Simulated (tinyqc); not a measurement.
Worked calculation: sp3 tight binding, zinc-blende lattice. One step of it, computed by the program tinyqc.

Task: Levels at k. Diagonalise the Hermitian matrix.

H(k) at k (eV), order a s, a px, a py, a pz, c s, c px, c py, c pz:
$$\begin{pmatrix}
-16.520000 & 0.000000 & 0.000000 & 0.000000 & -11.699225-0.028751i & 0.568223+0.228351i & -0.021586-6.011172i & 0.188909+0.686864i \\
0.000000 & -8.130000 & 0.000000 & 0.000000 & -0.568223-0.228351i & 2.836176+0.006970i & 0.218901+0.795915i & -0.025013-6.965544i \\
0.000000 & 0.000000 & -8.130000 & 0.000000 & 0.021586+6.011172i & 0.218901+0.795915i & 2.836176+0.006970i & 0.658438+0.264606i \\
0.000000 & 0.000000 & 0.000000 & -8.130000 & -0.188909-0.686864i & -0.025013-6.965544i & 0.658438+0.264606i & 2.836176+0.006970i \\
-11.699225+0.028751i & -0.568223+0.228351i & 0.021586-6.011172i & -0.188909+0.686864i & -13.940000 & 0.000000 & 0.000000 & 0.000000 \\
0.568223-0.228351i & 2.836176-0.006970i & 0.218901-0.795915i & -0.025013+6.965544i & 0.000000 & -6.790000 & 0.000000 & 0.000000 \\
-0.021586+6.011172i & 0.218901-0.795915i & 2.836176-0.006970i & 0.658438-0.264606i & 0.000000 & 0.000000 & -6.790000 & 0.000000 \\
0.188909-0.686864i & -0.025013+6.965544i & 0.658438-0.264606i & 2.836176-0.006970i & 0.000000 & 0.000000 & 0.000000 & -6.790000
\end{pmatrix}$$

Give: eigenvalues; weights |c|^2 of the basis functions.

Result:

eigenvalues (eV): [-28.5425, -15.2015, -15.0720, -13.8028, -2.9690, -0.3402, 0.1227, 0.5854]

weights |c|^2 of the basis functions, order a s, a px, a py, a pz, c s, c px, c py, c pz:
$$\begin{pmatrix}
0.5199 & 0.0157 & 0.0012 & 0.1001 & 0.0190 & 0.2005 & 0.0005 & 0.1431 \\
0.0001 & 0.1931 & 0.3415 & 0.0072 & 0.0017 & 0.1460 & 0.1581 & 0.1524 \\
0.0277 & 0.0287 & 0.0031 & 0.4084 & 0.4179 & 0.0469 & 0.0003 & 0.0669 \\
0.0005 & 0.3062 & 0.1980 & 0.0391 & 0.0029 & 0.0602 & 0.2969 & 0.0961 \\
0.4194 & 0.0174 & 0.0017 & 0.1139 & 0.0424 & 0.2365 & 0.0006 & 0.1681 \\
0.0001 & 0.2042 & 0.2413 & 0.0081 & 0.0014 & 0.1728 & 0.1928 & 0.1793 \\
0.0317 & 0.0184 & 0.0030 & 0.2946 & 0.5113 & 0.0608 & 0.0003 & 0.0798 \\
0.0006 & 0.2163 & 0.2101 & 0.0285 & 0.0035 & 0.0763 & 0.3504 & 0.1144
\end{pmatrix}$$
